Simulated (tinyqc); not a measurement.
Inputs raised by 10 %, one at a time: pair-potential crystal by lattice sums. Computed by tinyqc, a small Python program. Command: `OMP_NUM_THREADS=1 python tinyqc.py 3030844 3030845 out.jsonl pairsum sens`. One thread of a shared host (Intel(R) Xeon(R) Processor @ 2.30GHz), about 0.04 s of CPU time with the checks.

Energy per atom E = (1/2) sum over neighbours of phi(r); d is the nearest-neighbour distance.

Inputs (values chosen for the exercise, for model atoms):
```
quantity            value      unit
well depth eps      0.329        eV
pair minimum r0      2.38  angstrom
cut-off r_c/r0       2.35         -
stiffness alpha r0    5.8         -
```

Potential: Morse. Structure: bcc.

Constants: 1 eV/angstrom^3 = 160.2176634 GPa.

Method:
- phi0(r) = eps [exp(-2 alpha (r - r0)) - 2 exp(-alpha (r - r0))]; shifted-force cut-off: phi(r) = phi0(r) - phi0(r_c) - (r - r_c) phi0'(r_c) for r < r_c, zero beyond.
- Shells (distance in units of d, count): fcc 1.0000 (12), 1.4142 (6), 1.7321 (24), 2.0000 (12), 2.2361 (24), 2.4495 (8), 2.6458 (48), 2.8284 (6), 3.0000 (36), 3.1623 (24); hcp 1.0000 (12), 1.4142 (6), 1.6330 (2), 1.7321 (18), 1.9149 (12), 2.0000 (6), 2.2361 (12), 2.3805 (12), 2.4495 (6), 2.5166 (6), 2.5820 (12), 2.6458 (24), 2.7080 (6), 2.8868 (12), 3.0000 (12), 3.1091 (24), 3.1623 (12); bcc 1.0000 (8), 1.1547 (6), 1.6330 (12), 1.9149 (24), 2.0000 (8), 2.3094 (6), 2.5166 (24), 2.5820 (24), 2.8284 (24), 3.0000 (32); sc 1.0000 (6), 1.4142 (12), 1.7321 (8), 2.0000 (6), 2.2361 (24), 2.4495 (24), 2.8284 (12), 3.0000 (30), 3.1623 (24); diamond 1.0000 (4), 1.6330 (12), 1.9149 (12), 2.3094 (6), 2.5166 (12), 2.8284 (24), 3.0000 (16). Volumes per atom in d^3: fcc 0.70711, hcp 0.70711, bcc 0.76980, sc 1.00000, diamond 1.53960; hcp has the ideal c/a. Every shell inside the cut-off is summed.
- Equilibrium: dE/dd = 0 at the lowest minimum with d between 0.78 r0 and 1.45 r0; B = d^2 E''(d)/(9 Omega).
- Unrelaxed vacancy: removing an atom breaks its bonds (2|E|) and placing it on the surface returns |E|, so E_v = |E|.
- At zero stress C_ijkl = (1/(2 Omega)) sum (phi'' - phi'/r) R_i R_j R_k R_l / r^2 over all neighbours, on cube axes; so C44 = C12 (Cauchy relation). C' = (C11 - C12)/2.

Runs:
```
input moved                  from      to  equilibrium distance d (angstrom)  energy per atom (eV)  bulk modulus B (GPa)  C11 (GPa)
base run                        -       -                              2.279                -2.175                 283.1      255.7
well depth eps (eV)         0.329  0.3619                              2.279                -2.393                 311.4      281.3
pair minimum r0 (angstrom)   2.38   2.618                              2.507                -2.175                 212.7      192.1
cut-off r_c/r0               2.35   2.585                              2.278                -2.205                 284.8      257.0
stiffness alpha r0            5.8    6.38                              2.298                -2.077                 319.7      277.9
```

Exponents ln(y'/y) / ln(x'/x):
```
input               equilibrium distance d  energy per atom  bulk modulus B     C11
well depth eps                       0.000            1.000           1.000   1.000
pair minimum r0                      1.000            0.000          -3.000  -3.000
cut-off r_c/r0                      -0.007            0.141           0.065   0.052
stiffness alpha r0                   0.087           -0.483           1.278   0.874
```

Among the inputs moved here: equilibrium distance d answers most in size to pair minimum r0 (exponent +1.000), next to stiffness alpha r0 (+0.087); its exponent is below 0.0005 for well depth eps. Its exponent 0.000 in well depth eps: the geometry does not depend on the energy scale. Its exponent +1.000 in pair minimum r0: r0 sets the length scale. Energy per atom answers most in size to well depth eps (exponent +1.000), next to stiffness alpha r0 (-0.483); its exponent is below 0.0005 for pair minimum r0. Its exponent +1.000 in well depth eps: eps sets the energy scale. Its exponent 0.000 in pair minimum r0: energy does not depend on the length scale. Bulk modulus B answers most in size to pair minimum r0 (exponent -3.000), next to stiffness alpha r0 (+1.278). Its exponent +1.000 in well depth eps: B scales as eps/r0^3. Its exponent -3.000 in pair minimum r0: B scales as eps/r0^3. C11 answers most in size to pair minimum r0 (exponent -3.000), next to well depth eps (+1.000).

Extremes, crossings and ranges named in words are read from the listed rows.
